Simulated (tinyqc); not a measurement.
Worked calculation: potential-pH (Pourbaix) lines of a metal, its cation, its oxide and an oxyanion, with a complexing ligand. Computed by tinyqc, a small Python program that keeps every step. Command: `OMP_NUM_THREADS=1 python tinyqc.py 3017777 3017778 out.jsonl pourb walk`. One thread of a shared host (Intel(R) Xeon(R) Processor @ 2.30GHz), about 0.01 s of CPU time with the checks. Intermediate numbers are printed to about 5 digits and carried at full precision; extremes and crossings named in words are read from the listed rows.

Potentials are against the standard hydrogen electrode; solids and water have unit activity; dG_f of M, H+ and the electron is zero; F = e N_A and s = R T ln(10)/F. The cation carries z = 2.

Inputs (values chosen for the exercise, modelled on cobalt):
```
quantity                                      value      unit
dG_f of the cation                           -53.94    kJ/mol
dG_f of the oxide                           -214.09    kJ/mol
dG_f of the oxyanion                        -294.41    kJ/mol
dG_f of water                               -237.14    kJ/mol
temperature T                                298.15         K
log10 of the dissolved activity a                -4         -
pH                                              2.9         -
potential E                                    0.56         V
log10 of the stability constant beta of ML       11         -
pKa of HL                                       6.4         -
total ligand c_L                              0.097     mol/L
limiting current density i_L                0.00056    A/cm^2
molar volume V_m                               6.67  cm^3/mol
```

Species: M, M2+, MO, MO2(2-).

exchange current densities, metal and cathodic (A/cm^2): 8.5e-05  1.1e-12

Tafel slopes, anodic and cathodic (mV/decade): 50  125

Constants: R = 8.314462618 J/(mol K); e = 1.602176634e-19 C; N_A = 6.02214076e+23 1/mol.

## Standard potentials

M2+ + 2e = M; MO + 2H+ + 2e = M + H2O; MO2(2-) + 4H+ + 2e = M + 2H2O. For each, E0 = -dG/(z F), and E = E0 + (s/z) log10 a - (s n_H/z) pH, with no activity term for the oxide.

s = 0.059159 V

E0 (V): cation -0.27952, oxide 0.11945, oxyanion 0.93211

The metal is less noble than hydrogen.

## Vertical lines

Two oxidised species coexist where their lines against the metal cross: pH1 (cation/oxide) = [E0(oxide) - E0(cation)]/s - (log10 a)/z; pH2 (oxide/oxyanion) = {[E0(oxyanion) - E0(oxide)]/s + (log10 a)/z}/(4/z - 1).

pH1 = 8.7440

pH2 = 11.737

width of the oxide field, pH2 - pH1 = 2.9928

The oxide is stable from pH 8.74 to 11.74; each decade less of dissolved metal narrows this field by 1.00 pH units.

## The stable species at (pH, E)

The metal is stable below the lowest of the three lines; above it, the species of the lowest line is stable. Water lines at 1 bar: hydrogen E = -s pH, oxygen E = -dG_f(water)/(2F) - s pH.

lines at this pH (V): cation -0.39784, oxide -0.05211, oxyanion 0.47067

upper limit of immunity = -0.39784 V

hydrogen line = -0.17156 V

oxygen line = 1.0573 V

E above the limit of immunity = 0.95784 V

Stable here: the cation (corrosion). Water itself can oxidise the metal at this pH. Caution: other oxidation states, hydroxides and hydrides are left out, and the lines say nothing of rates.

## A complexing ligand

The free ligand is c_L/(1 + 10^(pKa - pH)) (ligand in excess); dissolved metal is a in all, so the free cation is a/alpha, alpha = 1 + beta [L]; the cation line drops by (s/z) log10 alpha.

free ligand = 3.0664e-05 mol/L

log10 alpha = 6.4866

cation line with ligand = -0.58972 V

that line less the oxide line = -0.53760 V

With the ligand the dissolved state lies below the oxide: the oxide dissolves at this pH.

## Mixed potential with oxygen reduction

Anodic i = i0a 10^((E - E_a)/b_a) with E_a the cation line with ligand; cathodic i = i0c 10^((E_c - E)/b_c) with E_c the oxygen line; supply caps the cathodic current, 1/i_c = 1/i(Tafel) + 1/i_L. E_corr makes the two currents equal. Without the cap it would be [b_c E_a + b_a E_c + b_a b_c log10(i0c/i0a)]/(b_a + b_c). Rate = i V_m/(z F). Films are left out.

E_corr without the cap = -0.40085 V

corrosion potential E_corr = -0.54878 V

corrosion current density = 5.5996e-04 A/cm^2

i/i_L = 0.99993

etch rate = 11.613 nm/min

The current sits at the supply limit: stirring or more oxidant, not the ligand, sets the rate. Caution: E_corr lies below the hydrogen line, so hydrogen evolution, left out here, adds cathodic current.

## The diagram with and without ligand

The formulas are those given above.

Lines against the metal (V); the species with the lowest line is stable above it:
```
pH    cation     oxide  oxyanion  stable above  cation with ligand  stable above, ligand
0   -0.39784   0.11945   0.81379        cation            -0.50394             dissolved
2   -0.39784   0.00113   0.57715        cation            -0.56310             dissolved
4   -0.39784  -0.11719   0.34052        cation            -0.62221             dissolved
5   -0.39784  -0.17635   0.22220        cation            -0.65134             dissolved
6   -0.39784  -0.23551   0.10388        cation            -0.67711             dissolved
7   -0.39784  -0.29467  -0.01444        cation            -0.69037             dissolved
8   -0.39784  -0.35383  -0.13276        cation            -0.69293             dissolved
9   -0.39784  -0.41299  -0.25108         oxide            -0.69322             dissolved
10  -0.39784  -0.47215  -0.36940         oxide            -0.69325             dissolved
12  -0.39784  -0.59046  -0.60603      oxyanion            -0.69325             dissolved
14  -0.39784  -0.70878  -0.84267      oxyanion            -0.69325              oxyanion
```

Without ligand the oxide holds 2 of the eleven rows (pH 9 to 10), with it 0. The ligand acts once beta [L] exceeds 1, from pH = pKa - log10(beta c_L) = -3.6 on, that is in all rows; its line then falls by at most s/z per pH unit and flattens beyond pKa, 0.295 V below the free cation at most. The oxide line falls faster, by s per pH unit.

Checks made by the program: the lines cross at pH1 and pH2 (relative difference below 1e-10).
